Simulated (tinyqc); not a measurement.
Kronig-Penney superlattice by transfer matrices: one step. Mass along the axis.

Wells (width a, potential 0, mass mw) alternate with barriers (width b, height V0, mass mb); period d = a + b; c = hbar^2/2m0. The vector (psi, psi'/m) is continuous, and a layer of thickness t carries it by M = [[cos kt, (m/k) sin kt], [-(k/m) sin kt, cos kt]] with k = sqrt(m (E - V)/c); for E < V, k = i kappa gives [[cosh, (m/kappa) sinh], [(kappa/m) sinh, cosh]] of kappa t. A Bloch state obeys cos(q d) = tr(Mb Mw)/2.

Constants: hbar^2/2m0 = 3.80998211 eV angstrom^2.

Inputs chosen for the exercise (near those of a non-polar GaN superlattice with barriers of AlN; not measured data):
- a = 16 angstrom (well width)
- b = 9 angstrom (barrier width)
- V0 = 1.819 eV (barrier height)
- mw = 0.195 m0 (mass in the wells)
- mb = 0.322 m0 (mass in the barriers)

Task: With f(E) = tr M/2, 1 - (q d)^2/2 = 1 + f'(E_bottom)(E - E_bottom) gives m_z = -2 c f'/d^2 (f' by a central difference of 1e-6 eV at the bottom of band 1). The cosine form gives 4 c/(W d^2), W the width of band 1 between tr M/2 = +1 and -1.

Give: f'; m_z; m_z of the cosine form; W.

Result:

f' = -72.58 1/eV
m_z = 0.8849 m0
m_z of the cosine form = 0.8174 m0
W = 29.83 meV

The mass along the axis is 4.54 times mw.

Computed by tinyqc, a small Python program: `OMP_NUM_THREADS=1 python tinyqc.py 1251505 1251506 out.jsonl` (the numbers bound the seed that draws the inputs); one thread of a shared host (Intel(R) Xeon(R) Processor @ 2.30GHz), about 0.05 s for the whole set of steps.
